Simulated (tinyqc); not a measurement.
Model-solid line-up of a strained alloy layer on a substrate: sweeps and comparisons. A value that a table varies takes the place of the one given here.

All values of the alloy are linear in x but the gap, Eg(x) = (1 - x) Eg_A + x Eg_B - C x (1 - x), and the valence edge, Ev(x) = (1 - x) Ev_A + x Ev_B + fv C x (1 - x); Ec = Ev + Eg. Ev is the top of the unstrained valence band on a scale common to all materials. In the layer only the Gamma valley of the conduction band is followed, also where an X or L valley would lie lower.

Coherent growth on a (001) face: e_par = (a_s - a)/a, e_perp = -2 (C12/C11) e_par; exx = eyy = e_par, ezz = e_perp, no shear.

Strained edges: Ec + ac tr(e); the valence edges are Ev plus the levels of the 6 x 6 matrix of X, Y, Z times spin with -Dso/3 + l exx + m (eyy + ezz) on the diagonal (cyclic), n exy off it, l = av + 2 b, m = av - b, n = sqrt(3) d. Spin-orbit term (Dso/3) L.sigma on X, Y, Z with (L_k)_ij = -i epsilon_kij: <X+|H|Y+> = -i Dso/3, <X+|H|Z-> = Dso/3, <Y+|H|Z-> = -i Dso/3, <Z+|H|X-> = -Dso/3, <Z+|H|Y-> = i Dso/3, <X-|H|Y-> = i Dso/3, and their conjugates; + and - are the spin along z.

dEc = Ec(substrate) - Ec(layer), dEv = Ev(layer) - Ev(substrate); positive values confine the carrier in the layer. Type I: both of one sign; type II: opposite signs; type III: the gaps do not overlap.

Coherent growth: e_par = (a_s - a)/a. (001): e_perp = -2 (C12/C11) e_par; exx = eyy = e_par, ezz = e_perp, no shear. (111): e_perp = -(2 C11 + 4 C12 - 4 C44)/(C11 + 2 C12 + 4 C44) e_par; exx = eyy = ezz = (2 e_par + e_perp)/3 and exy = eyz = ezx = (e_perp - e_par)/3. (110): e_perp = -(C11 + 3 C12 - 2 C44)/(C11 + C12 + 2 C44) e_par; exx = eyy = (e_par + e_perp)/2, ezz = e_par, exy = (e_perp - e_par)/2, eyz = ezx = 0.

Inputs chosen for the exercise (A near InSb, B near InAs, substrate near InAs; shifted at random, so the results belong to these values and not to a real crystal): a = (6.486, 6.051) angstrom (lattice constant of A, B); Eg = (0.233, 0.417) eV (gap at Gamma to the s-like level of A, B); Dso = (0.808, 0.394) eV (spin-orbit splitting of A, B); Ev = (0, -0.59) eV (top of the unstrained valence band of A, B); ac = (-6.89, -5.02) eV (conduction deformation potential of A, B); av = (0.35, 1) eV (valence hydrostatic potential of A, B); b = (-2.01, -1.81) eV (tetragonal shear potential of A, B); d = (-4.72, -3.62) eV (trigonal shear potential of A, B); C11 = (68.6, 82.3) GPa (of A, B); C12 = (37.6, 44.8) GPa (of A, B); C44 = (30.9, 39.1) GPa (of A, B); C = 0.656 eV (bowing of the gap); fv = 0.7 (share of the bowing taken by the valence edge); a_s = 6.051 angstrom (substrate); Eg_s = 0.417 eV (lowest gap of the substrate); Ev_s = -0.59 eV (substrate valence edge); face = 001 (growth face); x = 0.95 (fraction of B).

## Composition against offsets

Each composition is strained to the same substrate.

Results:
```
x     e_par (%)  relaxed gap (eV)  strained gap (eV)  valence splitting (meV)  dEc (eV)  dEv (eV)  type
0.57      -3.00             0.177              0.236                      182    -0.285     0.466   III
0.63      -2.59             0.196              0.246                      161    -0.239     0.410    II
0.69      -2.18             0.220              0.261                      140    -0.195     0.351    II
0.75      -1.77             0.248              0.281                      116    -0.153     0.289    II
0.80      -1.42             0.275              0.301                       96    -0.119     0.235    II
0.86      -1.00             0.312              0.330                       70    -0.081     0.168    II
0.92      -0.57             0.354              0.364                       41    -0.045     0.098    II
0.98      -0.14             0.400              0.403                       11    -0.011     0.025    II
```

What can be read from the table?

The layer stays under compression over this range. The strained gap runs from 0.236 to 0.403 eV, against 0.177 to 0.400 eV for the relaxed alloy: strain takes back part of the change that the composition makes. Strains above 2 % can be kept only in layers of a few nanometres. The type changes: III to II between x = 0.57 and 0.63. Offsets below about 50 meV are within the spread of parameter sets, so those rows do not settle the type.

## The same layer on three faces

Composition and substrate are kept.

Results:
```
face   e_perp (%)  tr(e) (%)  shift of Ec (meV)  shift of Ev (meV)  valence splitting (meV)  gap (eV)
(001)       0.390     -0.326               16.7               10.5                     26.3    0.3829
(111)       0.205     -0.511               26.1                7.0                     23.2    0.3958
(110)       0.242     -0.474               24.2                7.7                     23.9    0.3932
```

How do the results move?

The layer yields most along the normal on (001) and least on (111), so the volume change, and with it the shift of Ec, is largest on (111). The valence splitting, set by b on (001), by d on (111) and by both on (110), is largest on (001). The gaps span 13 meV, from (001) to (111).

## What each parameter does

Strained gap, valence splitting and offsets. Each row changes one parameter from the base and keeps the others.

Results:
```
case                      gap (eV)  splitting (meV)  dEc (eV)  dEv (eV)
base                        0.3829             26.3   -0.0276    0.0618
x = 0.725                   0.2721            126.2   -0.1700    0.3149
a_s = 6.071 angstrom        0.3771              2.2   -0.0123    0.0522
C = 0.756 eV                0.3781             26.3   -0.0262    0.0651
fv = 0.9                    0.3829             26.3   -0.0339    0.0680
Ev_s = -0.54 eV             0.3829             26.3    0.0224    0.0118
av = (0.402, 1.15) eV       0.3833             26.3   -0.0276    0.0613
C12 = (43.24, 51.52) GPa    0.3782             28.3   -0.0246    0.0634
b = (-2.311, -2.081) eV     0.3808             30.1   -0.0276    0.0638
```

What can be read from the table?

The largest shifts from the base row, up to three for each result and ties (the steps differ in size, so this ranks the rows, not the parameters). gap (eV): x -0.1108, a_s -0.0057, C -0.0048; unchanged at the printed digits by fv and Ev_s. splitting (meV): x +99.9, a_s -24.1, b +3.8; unchanged at the printed digits by C, fv, Ev_s and av. dEc (eV): x -0.1424, Ev_s +0.0500, a_s +0.0153; unchanged at the printed digits by av and b. dEv (eV): x +0.2531, Ev_s -0.0500, a_s -0.0096.

(tinyqc, `OMP_NUM_THREADS=1 python tinyqc.py 1050530 1050531 out.jsonl`, Intel(R) Xeon(R) Processor @ 2.30GHz, 1 thread, shared host, about 0.01 s.)
